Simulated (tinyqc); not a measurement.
Five-level k.p model folded onto the conduction band: sweeps and comparisons. A value that a table varies takes the place of the one given here.

For k along z and one spin sector the level c couples to four states. With c0 = hbar^2/2m0, P = sqrt(Ep c0), P2 = sqrt(Ep2 c0): diagonal Eg + (1 + Cm) c0 k^2 for c, and 0, -Dso, E7 + D2, E7 for lh, so, G8 up, G7 up (their own dispersion is left out); couplings of c: sqrt(2/3) P k to lh, sqrt(1/3) P k to so, sqrt(2/3) P2 k to G8 up, sqrt(1/3) P2 k to G7 up (phases chosen real).

Expanding E = H_cc + S(E) about Eg in powers of k^2, with s_n = sum_j H_cj^2/(Eg - H_jj)^n: order k^2: e2 = (1 + Cm) c0 k^2 + s1; order k^4: e4 = -s2 e2; order k^6: e6 = s3 e2^2 + s2^2 e2.

Second-order sums for the lowest conduction level at E: 1/m = 1 + Cm + (Ep/3)(2/E + 1/(E + Dso)) - (Ep2/3)(2/(E7 + D2 - E) + 1/(E7 - E)); g/2 = 1 + Cg - (Ep/3)(1/E - 1/(E + Dso)) - (Ep2/3)(1/(E7 - E) - 1/(E7 + D2 - E)). E is counted from the top of the valence band; E = Eg at the edge.

Constants: hbar^2/2m0 = 3.80998211 eV angstrom^2.

Parameters, chosen for this exercise (near those of GaAs; shifted at random, so the results belong to these values and not to a real crystal): Eg = 1.48 eV (gap at Gamma to the s-like level); Dso = 0.342 eV (spin-orbit splitting); Ep = 25.1 eV (Kane energy); E7 = 4.62 eV (upper Gamma7 conduction level, from the valence top); D2 = 0.16 eV (its spin-orbit splitting, Gamma8 above Gamma7); Ep2 = 2.5 eV (Kane energy to the upper levels); Cm = -1 (remote term in 1/m); Cg = -0.02 (remote term in g/2).

## How far the series holds

Energies from Eg; Pk/Eg measures the coupling.

Levels (eV):
```
k (1/angstrom)  Pk/Eg  to k^2   to k^4   to k^6   exact
0.0227          0.150  0.0297   0.0291   0.0291  0.0291
0.0519          0.343  0.1553   0.1387   0.1421  0.1414
0.0811          0.536  0.3791   0.2803   0.3294  0.3111
0.1103          0.729  0.7012   0.3633   0.6736  0.5129
0.1395          0.922  1.1216   0.2570   1.5272  0.7305
0.1686          1.114  1.6384  -0.2065   3.7524  0.9532
0.1978          1.307  2.2550  -1.2400   9.0826  1.1753
0.2270          1.500  2.9700  -3.0925  20.4897  1.3907
```

Within 2 % of the exact level stay: the k^2 term in no row, the sum to k^4 up to Pk/Eg = 0.34, the sum to k^6 up to Pk/Eg = 0.34. In the last row the errors are +1579, -4483 and +19099 meV: higher orders make it worse, since the series in k^2 converges only for Pk below about Eg/2 in the two-level limit E = Eg/2 + sqrt(Eg^2/4 + P^2 k^2).

## Mass and g factor above the band edge

The sums are evaluated at E = Eg + dE, as is done for confined or hot electrons.

Results:
```
dE (meV)    m(E)    g(E)  m(E)/m(Eg)  1 + dE/Eg
0         0.0661  -0.188      1.0000     1.0000
20        0.0670  -0.137      1.0138     1.0135
50        0.0684  -0.065      1.0345     1.0338
100       0.0707   0.048      1.0692     1.0676
150       0.0730   0.151      1.1042     1.1014
200       0.0753   0.246      1.1394     1.1351
300       0.0800   0.414      1.2108     1.2027
```

Over 300 meV the mass grows by 21.1 %, against 20.3 % for two levels alone, and g moves from -0.188 to 0.414, crossing zero near dE = 79 meV.

## Six materials (three-level Kane formulas for mass and g factor)

1/m = 1 + (Ep/3)(2/Eg + 1/(Eg + Dso)), g = 2 - (2 Ep/3)(1/Eg - 1/(Eg + Dso)). The inputs are values chosen for the exercise.

Results:
```
case         Eg (eV)  Dso (eV)  Ep (eV)  m (m0)        g   Eg/Ep
A near GaP     2.844     0.081     31.0  0.0847    1.799  0.0917
B near CdTe    1.585     0.915     18.9  0.0872   -0.910  0.0839
C near InAs    0.415     0.385     21.3  0.0227  -14.467  0.0195
D near InP     1.409     0.108     21.1  0.0640    1.289  0.0668
E near ZnSe    2.764     0.406     24.2  0.1066    1.252  0.1142
F near InSb    0.240     0.817     23.6  0.0135  -48.671  0.0102
```

The mass follows the gap: m/(Eg/Ep) lies between 0.92 and 1.33, while m itself spans a factor of 7.9. The order by mass differs from the order by gap. g is negative for B, C and F; it needs Ep Dso > 3 Eg (Eg + Dso). Where g is small, two larger terms cancel: 5 % in Ep moves g by (2 - g)/20, and the levels left out move it by tenths. Remote bands, left out here, make real masses heavier, by up to a half in the wider-gap crystals. All rows are for the Gamma valley, which is not the lowest one in GaP and Ge.

## What each parameter does

Mass and g at E = Eg. Each row changes one parameter from the base and keeps the others.

Results:
```
case             m (m0)        g
base            0.06610  -0.1880
Eg = 1.628 eV   0.07290   0.1473
Dso = 0.308 eV  0.06572  -0.0134
Ep = 22.59 eV   0.07387   0.0242
E7 = 4.158 eV   0.06667  -0.1973
D2 = 0.176 eV   0.06609  -0.1904
Ep2 = 2.75 eV   0.06644  -0.1906
```

The largest shifts from the base row, up to three for each result and ties (the steps differ in size, so this ranks the rows, not the parameters). m (m0): Ep +0.00776, Eg +0.00679, E7 +0.00056. g: Eg +0.3353, Ep +0.2122, Dso +0.1746.

(tinyqc, `OMP_NUM_THREADS=1 python tinyqc.py 1080919 1080920 out.jsonl`, Intel(R) Xeon(R) Processor @ 2.30GHz, 1 thread, shared host, about 0.01 s.)
